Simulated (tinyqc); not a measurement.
What moves the results: delta-doped layer in the Thomas-Fermi potential. A value that a table varies takes the place of the one given here.

All donors ionised in the plane z = 0, zero temperature, energies from the Fermi level EF of the Thomas-Fermi model, which lies at the bulk band edge; c = hbar^2/2m0, q = e^2/(4 pi eps0). gv = 1 equivalent valley, m_d = sqrt(m3^3/mz) in the plane. With n = (gv/3 pi^2)(m3 (-V)/c)^(3/2) and V'' = -(4 pi q/eps) n for z > 0, the solution is V = -b/(|z| + z0)^4 with sqrt(b) = 20/K, K = (4 pi q/eps)(gv/3 pi^2)(m3/c)^(3/2), and z0^5 = 4b/(e F0), e F0 = 2 pi q N/eps; 1e13/cm^2 = 1e-3/angstrom^2. Exchange and correlation are left out.

Subbands solve -(c/m_z) psi'' + V psi = E psi on 1280 points of spacing z0/80; up to ten levels for each group, kept if bound with an rms width below 2.5 z0.

Constants: hbar^2/2m0 = 3.80998211 eV angstrom^2; e^2/(4 pi eps0) = 14.39964547 eV angstrom.

Values chosen for the exercise (near those of a delta-doped layer in GaAs; not measured data):
```
symbol  value                                           unit         meaning
m3      0.067                                           m0           density-of-states mass of a valley
mz      0.067                                           m0           mass along z
eps     12.6                                                         dielectric constant
Nl      (0.013, 0.026, 0.052, 0.091, 0.16, 0.26, 0.42)  x 1e13/cm^2  sheet densities
N       0.13                                            x 1e13/cm^2  donor sheet density
```

## Doping density

The well, the lowest level and the filling anew; at zero temperature n_i = g m_d (mu - E_i)/(2 pi c), with mu fixed by sum n_i = N.

Results:
```
N (1e13/cm^2)  z0 (angstrom)  depth (eV)  lowest (eV)  next - lowest (eV)  occupied  share of lowest (%)
0.013                  422.1      0.0099      -0.0042              0.0038         2                 90.5
0.026                  367.4      0.0172      -0.0080              0.0067         3                 85.2
0.052                  319.9      0.0299      -0.0149              0.0116         3                 79.6
0.091                  286.0      0.0467      -0.0245              0.0181         3                 75.1
0.16                   255.5      0.0734      -0.0403              0.0281         4                 70.3
0.26                   231.8      0.1082      -0.0618              0.0408         4                 66.4
0.42                   210.6      0.1588      -0.0939              0.0587         5                 62.5
```

What can be read from the table?

The depth grows as N^(4/5) and z0 shrinks as N^(-1/5): factors 16.1 and 2.00 for 32 times the doping. The lowest level deepens faster, with exponent 0.89, since the zero-point energy takes a smaller share of a deeper well (57 % falling to 41 %). The number of occupied subbands is 2 in the first row and 5 in the last. Up to N = 0.026 the donor spacing exceeds 1.5 Bohr radii (one radius, a0 eps/m with the density-of-states mass, is 100 angstrom), where a uniform sheet is a crude picture of discrete donors (beyond about three radii electrons stay on single donors).

## What each parameter does

z0, depth, lowest level and its rms width. Each row changes one parameter from the base and keeps the others.

Results:
```
case                   z0 (angstrom)  depth (eV)  lowest (eV)  rms z (angstrom)
base                          266.32      0.0622      -0.0336             46.91
N = 0.078 x 1e13/cm^2         294.97      0.0413      -0.0213             57.02
eps = 11.3                    249.48      0.0649      -0.0344             45.71
m3 = 0.077 m0                 244.99      0.0572      -0.0292             48.37
mz = 0.057 m0                 266.32      0.0622      -0.0324             50.48
```

What does this show?

The largest shifts from the base row, up to three for each result and ties (the steps differ in size, so this ranks the rows, not the parameters). z0 (angstrom): N +28.65, m3 -21.33, eps -16.84; unchanged at the printed digits by mz. depth (eV): N -0.0208, m3 -0.0050, eps +0.0028; unchanged at the printed digits by mz. lowest (eV): N +0.0122, m3 +0.0043, mz +0.0011. rms z (angstrom): N +10.10, mz +3.57, m3 +1.46.

Run: tinyqc, `OMP_NUM_THREADS=1 python tinyqc.py 1250777 1250778 out.jsonl`; Intel(R) Xeon(R) Processor @ 2.30GHz, one thread, shared host; about 0.06 s of CPU time with all checks.
